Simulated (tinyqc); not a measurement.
Changing the mean free path l: BCS gap equation with a constant attraction inside the Debye window. Computed by tinyqc, a small Python program. Command: `OMP_NUM_THREADS=1 python tinyqc.py 3005596 3005597 out.jsonl bcs sweep`. One thread of a shared host (Intel(R) Xeon(R) Processor @ 2.30GHz), about 0.01 s of CPU time with the checks.

Pairs attract with strength V for |xi| < k_B Theta; N(0) is the density of states for one spin. Energies are given as temperatures (E/k_B, in K) unless marked.

Inputs (values chosen for the exercise, modelled on indium):

| quantity | value | unit |
|---|---|---|
| coupling N(0)V | 0.277 | - |
| Debye temperature Theta | 108 | K |
| Fermi velocity v_F | 1.7e+06 | m/s |
| electron density n | 11.7 | 1e28/m^3 |

Solver: bisection.

Constants: k_B = 8.617333262e-05 eV/K; hbar = 1.054571817e-34 J s; k_B = 1.380649e-23 J/K; m_0 = 9.1093837015e-31 kg; eps_0 = 8.8541878128e-12 F/m; c = 299792458 m/s; e = 1.602176634e-19 C.

Method. At T = 0 the gap equation 1/(N(0)V) = int_0^Theta d xi/sqrt(xi^2 + Delta^2) has the integral arcsinh(Theta/Delta), so Delta_0 = Theta/sinh(1/(N(0)V)); weak coupling gives 2 Theta exp(-1/(N(0)V)). xi_0 = hbar v_F/(pi Delta_0); lambda_L = sqrt(m_0 eps_0 c^2/(n e^2)); N(0) = 3 n/(2 m_0 v_F^2) for one spin; condensation energy N(0) Delta_0^2/2 = B_c^2/(2 mu_0), mu_0 = 1/(eps_0 c^2); with scattering lambda = lambda_L sqrt(1 + xi_0/l) in the local limit (where xi_0 and l both exceed lambda, nonlocal response makes the true depth larger); Ginzburg-Landau kappa = 0.96 lambda_L/xi_0 + 0.72 lambda_L/l. Free-electron mass throughout; heavier carriers, as in niobium or vanadium, give a larger lambda_L and kappa and can make the metal type II.

One run for each value:

| mean free path l (nm) | Ginzburg-Landau kappa | depth with scattering (nm) | coherence length xi_0 (nm) |
|---|---|---|---|
| 1 | 1.1207e+01 | 413.36 | 706.92 |
| 3 | 3.7497e+00 | 238.99 | 706.92 |
| 8 | 1.4193e+00 | 146.87 | 706.92 |
| 20 | 5.8039e-01 | 93.66 | 706.92 |
| 70 | 1.8090e-01 | 51.76 | 706.92 |
| 200 | 7.7027e-02 | 33.08 | 706.92 |
| 600 | 3.9741e-02 | 22.93 | 706.92 |
| 2000 | 2.6691e-02 | 18.07 | 706.92 |
| 5000 | 2.3335e-02 | 16.60 | 706.92 |

Over the rows, Ginzburg-Landau kappa falls from 11.2 to 0.0233 (exponent d ln y / d ln x -1.00 between the first rows and -0.15 between the last); depth with scattering (nm) falls from 413 to 16.6 (exponent d ln y / d ln x -0.50 between the first rows and -0.093 between the last); coherence length xi_0 (nm) does not change. At the low end the exponent of Ginzburg-Landau kappa is -1.00, close to -1: the dirty limit. At the low end the exponent of depth with scattering is -0.50, close to -0.50: the dirty limit. The metal turns from type II to type I between l = 8.0 and 20 nm.
